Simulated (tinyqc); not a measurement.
Electromigration in a confined line: Blech product, Korhonen stress evolution and Black's law: one step, computed by the program tinyqc. Command: `OMP_NUM_THREADS=1 python tinyqc.py 3008848 3008849 out.jsonl emigr walk`. One thread of a shared host (Intel(R) Xeon(R) Processor @ 2.30GHz), about 0.01 s of CPU time with the checks.

The electron wind pushes atoms from the cathode (x = 0) to the anode (x = L); blocking ends build a back stress (tension positive). The input rho is taken not to change with temperature. d sigma/dt = d/dx [kappa (d sigma/dx + G)], with zero flux at both ends and sigma = sigma_0 at t = 0.

Problem. Driving force and diffusivities. G = Z* e rho j/Omega; D = D0 exp(-E/(k_B T)); kappa = D B Omega/(k_B T); drift velocity of an unconfined line v = D Z* e rho j/(k_B T). SI: 1 micro-ohm cm = 1e-8 ohm m, 1 MA/cm^2 = 1e10 A/m^2. Temperatures in kelvin are T(C) + 273.15.

Inputs (values chosen for the exercise, close to those used for copper lines): resistivity rho = 2.67 micro-ohm cm; atomic volume Omega = 11.8 angstrom^3; effective charge number Z* = 1.1; prefactor D0 = 4e-08 m^2/s; activation energy E = 0.934 eV; effective modulus B = 28 GPa; current density j = 1.1 MA/cm^2; test temperature T = 280 C.

Start: thermal stress.

Constants: e = 1.602176634e-19 C; k_B = 8.617333262e-05 eV/K; k_B = 1.380649e-23 J/K.

Give: stress gradient G; diffusivity D; kappa; drift velocity.

Solution.

stress gradient G = 4.387 MPa/um

diffusivity D = 1.237e-16 m^2/s

kappa = 5.351e-15 m^2/s

drift velocity = 3.018 nm/h
